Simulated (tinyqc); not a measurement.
Pariser-Parr-Pople SCF with singles CI, for the molecule c1ccc2ccccc2c1 (SMILES; centres numbered as the heavy atoms are written), step by step. One step of it, computed by the program tinyqc.

Problem. Iteration 1: orbitals and new P. Diagonalise F (the basis is taken as orthonormal) and form P = 2 sum c c over the lowest orbitals.

F (eV), lower triangle:
```
            1C         2C         3C         4C         5C         6C         7C         8C
1C   -5.595000
2C   -4.002121  -5.595000
3C    0.000000  -4.326240  -5.595000
4C    0.423636   0.000000  -3.872793  -5.595000
5C    0.000000   0.244719   0.000000  -3.872793  -5.595000
6C   -0.177052   0.000000   0.244719   0.000000  -4.326240  -5.595000
7C    0.000000  -0.177052   0.000000   0.423636   0.000000  -4.002121  -5.595000
8C    0.244719   0.000000  -0.122366   0.000000   0.637155   0.000000  -4.326240  -5.595000
9C    0.000000   0.423636   0.000000  -3.775118   0.000000   0.423636   0.000000  -3.872793
10C  -4.326240   0.000000   0.637155   0.000000  -0.122366   0.000000   0.244719   0.000000

            9C        10C
9C   -5.595000
10C  -3.872793  -5.595000
```

pi electrons, sum of z_r less the charge = 10

Give: orbital energies; P after iteration 1.

Solution.

orbital energies (eV): -14.1083  -12.2413  -11.2777  -10.2039  -9.1758  -2.0142  -0.9861  0.0877  1.0513  2.9183

P after iteration 1, lower triangle:
```
          1C       2C       3C       4C       5C       6C       7C      8C
1C    1.0000
2C    0.5949   1.0000
3C    0.0000   0.7336   1.0000
4C   -0.2464   0.0000   0.5465   1.0000
5C    0.0000  -0.1603   0.0000   0.5465   1.0000
6C    0.1466   0.0000  -0.1603   0.0000   0.7336   1.0000
7C    0.0000   0.1466   0.0000  -0.2464   0.0000   0.5949   1.0000
8C   -0.1603   0.0000   0.0882   0.0000  -0.3601   0.0000   0.7336  1.0000
9C    0.0000  -0.2464   0.0000   0.5304   0.0000  -0.2464   0.0000  0.5465
10C   0.7336   0.0000  -0.3601   0.0000   0.0882   0.0000  -0.1603  0.0000

         9C     10C
9C   1.0000
10C  0.5465  1.0000
```
